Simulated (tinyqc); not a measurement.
What each parameter of the potential does: deformation potentials from a strained empirical pseudopotential.

Diamond lattice, no spin-orbit coupling. Atomic form factor V(q) = a1 (q^2 - a2)/(a3 exp(a4 q^2) - 1) in rydberg with q in 1/bohr, for the unstrained cell. Under a strain e the reciprocal vectors and k go over into (1 + e)^(-1) G, the atoms sit at +/- tau with tau = (1 + e) a (1,1,1)/8 - zeta a (eyz, ezx, exy)/4, and H(G,G') = c |k + G|^2 delta + (V(q)/det(1 + e)) cos(q.tau), q = G - G', with the term q = 0 left out; c = hbar^2/2m0. The basis is fixed before straining: all G with |k + G|^2 up to 16 (2 pi/a)^2. k is given in units of 2 pi/a of the unstrained cell.

Constants: hbar^2/2m0 = 3.80998211 eV angstrom^2; Ry = 13.60569312 eV; a0 (Bohr radius) = 0.5291772105 angstrom.

Inputs chosen for the exercise (a germanium-sized cell with gaps well above those of Ge; the results hold for these values, not for the real material):
```
symbol  value  unit      meaning
a       5.667  angstrom  lattice constant
a1      0.397
a2      2.418
a3      2.081
a4      0.451
kD      0.82   2 pi/a    position of the Delta minimum
```

Gaps from the valence top to level 5 at Gamma and level 5 at (kD,0,0) and L, and their deformation potentials [E(+h) - E(-h)]/(3 ln((1 + h)/(1 - h))) for e = +/- h 1, h = 0.002. The row for the lattice constant keeps V(q) without the volume factor, so it is not a strain.

One parameter was then changed.

Results before and after:
```
case     Gamma (eV)  Delta (eV)  L (eV)  potential Gamma (eV)  potential Delta (eV)  potential L (eV)
base          1.635       1.247   1.143                 -8.96                  0.76             -2.98
changed       1.574       1.172   1.082                 -8.81                  0.84             -2.89
```

Which of these changes was made? (a) a2 = 2.394; (b) a = 5.61 angstrom; (c) a1 = 0.393; (d) a4 = 0.456; (e) a3 = 2.06.

Answer: (d) a4 = 0.456. Of the candidates, run in turn, only this one gives the changed row.

All candidates:
```
case               Gamma (eV)  Delta (eV)  L (eV)  potential Gamma (eV)  potential Delta (eV)  potential L (eV)
base                    1.635       1.247   1.143                 -8.96                  0.76             -2.98
a = 5.61 angstrom       1.832       1.007   1.089                 -8.77                  1.06             -2.79
a1 = 0.393              1.612       1.176   1.096                 -8.87                  0.79             -2.94
a2 = 2.394              1.771       1.185   1.161                 -8.91                  0.82             -2.94
a3 = 2.06               1.656       1.344   1.204                 -9.06                  0.73             -3.02
a4 = 0.456              1.574       1.172   1.082                 -8.81                  0.84             -2.89
```

tinyqc: `OMP_NUM_THREADS=1 python tinyqc.py 1880575 1880576 out.jsonl`; about 0.2 s, one thread, shared Intel(R) Xeon(R) Processor @ 2.30GHz.
